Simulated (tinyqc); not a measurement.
Strain-driven roughening and islands of a mismatched epitaxial film: one step, computed by the program tinyqc.

Film and substrate share isotropic elastic constants; the film is coherent and biaxially strained.

Question. Asaro-Tiller-Grinfeld instability. A ripple A cos(k x) has the surface chemical potential per volume [gamma k^2 - 2 (1 + nu) w k] A cos(k x), so k_c = 2 (1 + nu) w/gamma. With surface diffusion the amplitude grows at the rate q = B k^2 [2 (1 + nu) w k - gamma k^2], fastest at k_m = (3/4) k_c. B is the surface mobility.

Inputs (values chosen for the exercise, modelled on Si(0.5)Ge(0.5) on Si): Poisson ratio nu = 0.23; surface energy gamma = 1.1 J/m^2; surface mobility D_s nu_s Omega^2/(k_B T) = 1.7e-33 m^6/(J s).

Transport: surface diffusion.

energy density w = 80.02941 MJ/m^3

Give: k_c; critical wavelength; fastest wavelength; growth time 1/q at k_m.

Answer.

k_c = 0.1790 1/nm

critical wavelength = 35.11 nm

fastest wavelength = 46.81 nm

growth time 1/q at k_m = 4.942 s
